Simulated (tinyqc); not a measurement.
What each parameter does: three-level Kane dispersion of a narrow-gap semiconductor.

Zero of energy at Gamma8, c = hbar^2/2m0, P^2 = Ep c. The free-electron term and remote bands are left out, so the heavy holes are flat at E = 0 and the other three bands obey E (E - Eg)(E + Dso) = P^2 k^2 (E + 2 Dso/3). The conduction band is the highest root; its edge is Ec = max(Eg, 0).

Degenerate electrons at T = 0: kF = (3 pi^2 n)^(1/3), 1 cm^-3 = 1e-24 angstrom^-3; EF is the highest root at kF. The momentum (cyclotron, optical) mass is m(E) = hbar^2 k/(dE/dk) = c d(k^2)/dE with d(k^2)/dE = k^2 [1/E + 1/(E - Eg) + 1/(E + Dso) - 1/(E + 2 Dso/3)]; the density of states is k d(k^2)/dE/(2 pi^2).

Edge mass m0* = Eg (Eg + Dso)/(Ep (Eg + 2 Dso/3)).
Constants: hbar^2/2m0 = 3.80998211 eV angstrom^2.

Inputs chosen for the exercise (near those of GaSb; not measured data):
- Eg = 0.848 eV (E(Gamma6) - E(Gamma8))
- Dso = 0.74 eV (spin-orbit splitting)
- Ep = 27.6 eV (Kane energy)
- n = 1.4e+16 cm^-3 (electron density)

Edge mass, EF - Ec and m(EF).

One parameter was then changed.

Results before and after:
```
case     m0* (m0)  EF - Ec (meV)  m(EF) (m0)
base      0.03637           5.79     0.03682
changed   0.03163           6.65     0.03208
```

Which of these changes was made? (a) Dso = 0.629 eV; (b) Ep = 31.74 eV; (c) Eg = 0.9752 eV; (d) n = 2.8e+16 cm^-3.

Answer: (b) Ep = 31.74 eV. Of the candidates, run in turn, only this one gives the changed row.

All candidates:
```
case               m0* (m0)  EF - Ec (meV)  m(EF) (m0)
base                0.03637           5.79     0.03682
n = 2.8e+16 cm^-3   0.03637           9.15     0.03708
Eg = 0.9752 eV      0.04127           5.11     0.04166
Dso = 0.629 eV      0.03581           5.88     0.03626
Ep = 31.74 eV       0.03163           6.65     0.03208
```

(tinyqc, `OMP_NUM_THREADS=1 python tinyqc.py 1050652 1050653 out.jsonl`, Intel(R) Xeon(R) Processor @ 2.30GHz, 1 thread, shared host, about 0.01 s.)
